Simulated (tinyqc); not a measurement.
Coherent potential approximation for a binary alloy with a semi-elliptic band: one step. First step: the average t-matrix. Four cases, with inputs chosen for the exercise.

Question. With S = 0 form G, tA, tB, <t> and the new S.

Site levels eA = -x d (share 1 - x) and eB = (1 - x) d (share x), so that their mean, the virtual crystal, is 0. Pure band: G0(z) = 2 (z - sqrt(z - W) sqrt(z + W))/W^2 with principal roots, density -Im G/pi per site. The medium has a self-energy S(z), G = G0(z - S), z = E + i eta. t_i = (e_i - S)/(1 - (e_i - S) G); the CPA demands <t> = (1 - x) tA + x tB = 0. Iteration: start at S = 0, set S(new) = S + <t>/(1 + <t> G), stop when |<t>| < 1e-9 eV.

Give: eA, eB; G; tA, tB; <t>; S after one step.

Case 1.

Values chosen: W = 3.9 eV (half width of the pure band); x = 0.12 (fraction of B); d = 1.55 eV (eB - eA); eta = 0.078 eV (broadening); E = 2.01 eV (energy).

Answer.

eA, eB (eV): -0.1860  1.3640

G = 0.25813-0.42937i 1/eV

tA, tB (eV): -0.1765-0.0134i  1.1586-1.0473i

<t> = -0.0163-0.1375i eV
S after one step = -0.0129-0.1472i eV

Case 2.

Values chosen: W = 1 eV (half width of the pure band); x = 0.18 (fraction of B); d = 0.53 eV (eB - eA); eta = 0.02 eV (broadening); E = 0.05 eV (energy).

Answer.

eA, eB (eV): -0.0954  0.4346

G = 0.09800-1.95790i 1/eV

tA, tB (eV): -0.0914-0.0169i  0.2536-0.2254i

<t> = -0.0293-0.0544i eV
S after one step = -0.0363-0.0590i eV

Case 3.

Values chosen: W = 3.8 eV (half width of the pure band); x = 0.16 (fraction of B); d = 1.27 eV (eB - eA); eta = 0.076 eV (broadening); E = -1.96 eV (energy).

Answer.

eA, eB (eV): -0.2032  1.0668

G = -0.26513-0.44054i 1/eV

tA, tB (eV): -0.2129-0.0201i  0.7332-0.2686i

<t> = -0.0615-0.0599i eV
S after one step = -0.0646-0.0577i eV

Case 4.

Values chosen: W = 2.8 eV (half width of the pure band); x = 0.31 (fraction of B); d = 1.15 eV (eB - eA); eta = 0.056 eV (broadening); E = -1.67 eV (energy).

Answer.

eA, eB (eV): -0.3565  0.7935

G = -0.41541-0.55932i 1/eV

tA, tB (eV): -0.3967-0.0929i  0.5370-0.1792i

<t> = -0.1073-0.1196i eV
S after one step = -0.1219-0.1087i eV

Computed by tinyqc, one run a case: `OMP_NUM_THREADS=1 python tinyqc.py N N+1 out.jsonl` with N = 1450858, 1451103, 1451562, 1451583; one thread of a shared Intel(R) Xeon(R) Processor @ 2.30GHz, about 0.01 s a run at most.
